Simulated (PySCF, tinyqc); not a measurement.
Worked calculation: RHF in the sto-6g basis, for H4, spin multiplicity 1. The lowest restricted solution is unstable here: a spin-polarised one lies 0.1777 hartree lower (PySCF). One step of it, computed by the program tinyqc.

Question. Iteration 4: DIIS coefficients. Solve [B -1; -1 0][c; lambda] = [0; -1] for the coefficients, which sum to one.

B (overlaps of the stored error matrices):
```
[[4.4357859e-01, -3.1538252e-01, -3.9550970e-02],
 [-3.1538252e-01, 2.6434398e-01, 3.2118161e-02],
 [-3.9550970e-02, 3.2118161e-02, 3.9643214e-03]]
```

Give: DIIS coefficients.

Answer.

DIIS coefficients: [0.0214, -0.1061, 1.0848]
